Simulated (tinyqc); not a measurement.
## Mobility from the current

Inverse problem. A Schottky diode carries J = q Nc [vR vD/(vR + vD)] exp(-phi/Vt) [exp(V/Vt) - 1]. A* = 4 pi q me m0 kB^2/h^3 (times 1e-4 for A/(cm^2 K^2)); Nc = 2 (2 pi me m0 kB T/h^2)^1.5 (times 1e-6 for cm^-3); vR = A* T^2/(q Nc). Find vR, vD and mun.

Inputs (values chosen for the exercise); band and dielectric values close to those of gallium arsenide:
- T = 300 K (temperature)
- me = 0.0668 m0 (electron mass)
- phi = 0.42 eV (barrier height seen from the metal)
- V = 0.076 V (bias)

Constants: q = 1.602176634e-19 C, kB = 1.380649e-23 J/K, h = 6.62607015e-34 J s, m0 = 9.1093837015e-31 kg, Vt = kB T/q. Results are converted to the units shown.

J = 1.0962800 A/cm^2
vD/mun = 34306.056 V/cm

Answer. J gives the effective velocity v, and 1/vD = 1/v - 1/vR.

vR = 1.04e7 cm/s
vD = 2.71e8 cm/s
mun = 7.90e3 cm^2/(V s)

Program tinyqc, `OMP_NUM_THREADS=1 python tinyqc.py 2640066 2640067 out.jsonl`; Intel Xeon 2.30GHz, shared host, one thread, about 0.01 s.
